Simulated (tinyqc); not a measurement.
# Worked calculation: surface Green function of a square-lattice strip three rows wide, Sancho-Rubio decimation

Program tinyqc, `OMP_NUM_THREADS=1 python tinyqc.py 2680109 2680110 out.jsonl`; Intel Xeon 2.30GHz, shared host, one thread, about 0.1 s. Printed values are rounded.

A semi-infinite lead of cells 0, 1, 2, ... with H0 inside a cell and H1 = <cell i|H|cell i + 1>. A cell is one column of three sites. z = E + i eta.

Inputs (values chosen for the exercise): hopping along the strip t = 0.9 eV; hopping across the strip ty = 1.01 eV; site energies of the three rows u = [-0.43, -0.38, 0.28] eV; energy E = 1.89 eV; broadening eta = 0.02 eV.

## The blocks

Read off from the list of hoppings.

H0 (eV):
```
       1      2      3
1  -0.43  -1.01      0
2  -1.01  -0.38  -1.01
3      0  -1.01   0.28
```

H1 (eV):
```
      1     2     3
1  -0.9     0     0
2     0  -0.9     0
3     0     0  -0.9
```

## Round 1: decimation

Start with e_s = e = H0, a = H1, b = H1^dagger. Each round: g = (z - e)^(-1); e_s <- e_s + a g b; e <- e + a g b + b g a; a <- a g a; b <- b g b (all with the old a, b). Round k joins cells 2^k apart.

g (1/eV):
```
                     1                    2                    3
1   0.589140-0.010629i  -0.363384+0.012748i   0.227827-0.010827i
2  -0.363384+0.012748i   0.834957-0.022087i  -0.523540+0.020360i
3   0.227827-0.010827i  -0.523540+0.020360i   0.949245-0.024564i
```

e_s after round 1 (eV):
```
                   1                  2                  3
1   0.04720-0.00861i  -1.30434+0.01033i   0.18454-0.00877i
2  -1.30434+0.01033i   0.29631-0.01789i  -1.43407+0.01649i
3   0.18454-0.00877i  -1.43407+0.01649i   1.04889-0.01990i
```

e after round 1 (eV):
```
                   1                  2                  3
1   0.52441-0.01722i  -1.59868+0.02065i   0.36908-0.01754i
2  -1.59868+0.02065i   0.97263-0.03578i  -1.85813+0.03298i
3   0.36908-0.01754i  -1.85813+0.03298i   1.81778-0.03979i
```

a after round 1 (eV):
```
                     1                    2                    3
1   0.477204-0.008609i  -0.294341+0.010326i   0.184540-0.008770i
2  -0.294341+0.010326i   0.676315-0.017891i  -0.424067+0.016491i
3   0.184540-0.008770i  -0.424067+0.016491i   0.768888-0.019897i
```

b after round 1 (eV):
```
                     1                    2                    3
1   0.477204-0.008609i  -0.294341+0.010326i   0.184540-0.008770i
2  -0.294341+0.010326i   0.676315-0.017891i  -0.424067+0.016491i
3   0.184540-0.008770i  -0.424067+0.016491i   0.768888-0.019897i
```

## Round 2: decimation

As before.

g (1/eV):
```
                     1                   2                    3
1   0.475109-0.015480i  0.112163+0.009260i  -0.463738+0.002429i
2   0.112163+0.009260i  0.005818-0.013509i   0.438157+0.007552i
3  -0.463738+0.002429i  0.438157+0.007552i   0.183236-0.020873i
```

e_s after round 2 (eV):
```
                   1                  2                  3
1   0.00102-0.01057i  -1.11174+0.00891i  -0.09554-0.00340i
2  -1.11174+0.00891i  -0.03949-0.01442i  -1.04458+0.01130i
3  -0.09554-0.00340i  -1.04458+0.01130i   0.73865-0.01840i
```

e after round 2 (eV):
```
                   1                  2                  3
1   0.43204-0.02115i  -1.21349+0.01783i  -0.19109-0.00680i
2  -1.21349+0.01783i   0.30103-0.02883i  -1.07916+0.02261i
3  -0.19109-0.00680i  -1.07916+0.02261i   1.19731-0.03680i
```

a after round 2 (eV):
```
                     1                    2                    3
1  -0.046183-0.001965i   0.192597-0.001413i  -0.280084+0.005369i
2   0.192597-0.001413i  -0.335801+0.003474i   0.389487-0.005187i
3  -0.280084+0.005369i   0.389487-0.005187i  -0.310234+0.001495i
```

b after round 2 (eV):
```
                     1                    2                    3
1  -0.046183-0.001965i   0.192597-0.001413i  -0.280084+0.005369i
2   0.192597-0.001413i  -0.335801+0.003474i   0.389487-0.005187i
3  -0.280084+0.005369i   0.389487-0.005187i  -0.310234+0.001495i
```

## Course of the decimation

Stop when the largest entry of a and b is below 1e-12 eV, or after 60 rounds. The last column is -Im Tr (z - e_s)^(-1)/pi. At the end g_s = (z - e_s)^(-1), and the bulk Green function is (z - e)^(-1).

Course of the iteration:
```
round  largest |a|, |b| (eV)  surface density of states (1/eV)
1                      0.769                         0.0478909
2                      0.390                          0.422064
3                       1.22                         0.0373679
4                      0.637                         0.0716241
5                      0.371                          0.226371
6                      0.333                          0.426805
7                      0.155                          0.353883
8                     0.0356                          0.332762
9                    1.71e-3                          0.333583
10                   3.95e-6                          0.333584
11                  2.11e-11                          0.333584
12                   < 1e-13                          0.333584
```

Converged in 12 rounds, which stand for 2^12 cells. E lies inside a band (1 open mode(s)), where only eta damps the waves, over about v/eta cells with v the group velocity in eV a cell.

## Self-energy, Dyson check and densities of states

converged surface Green function g_s (1/eV):
```
                     1                    2                    3
1   0.524241-0.161359i  -0.092011+0.256559i  -0.171338-0.254120i
2  -0.092011+0.256559i   0.357457-0.428180i   0.028435+0.435197i
3  -0.171338-0.254120i   0.028435+0.435197i   0.510214-0.458446i
```

converged bulk Green function (1/eV):
```
                     1                    2                    3
1   0.728283-0.123783i  -0.072446+0.157403i  -0.491567-0.119152i
2  -0.072446+0.157403i   0.240302-0.250727i   0.273111+0.241163i
3  -0.491567-0.119152i   0.273111+0.241163i   0.553401-0.289166i
```

Sigma = H1 g_s H1^dagger is what the lead adds to one more cell, and (z - H0 - Sigma)^(-1) must give g_s back. Densities of states: -Im of the diagonals over pi.

Sigma (eV):
```
                     1                    2                    3
1   0.424635-0.130701i  -0.074529+0.207812i  -0.138784-0.205837i
2  -0.074529+0.207812i   0.289540-0.346826i   0.023032+0.352510i
3  -0.138784-0.205837i   0.023032+0.352510i   0.413274-0.371341i
```

(z - H0 - Sigma)^(-1) (1/eV):
```
                     1                    2                    3
1   0.524241-0.161359i  -0.092011+0.256559i  -0.171338-0.254120i
2  -0.092011+0.256559i   0.357457-0.428180i   0.028435+0.435197i
3  -0.171338-0.254120i   0.028435+0.435197i   0.510214-0.458446i
```

```
orbital  surface density of states (1/eV)  bulk density of states (1/eV)
1                                0.051362                      0.0394012
2                                0.136294                      0.0798087
3                                0.145928                      0.0920445
```

The surface cell holds 0.334 states per eV against 0.211 for a bulk cell.
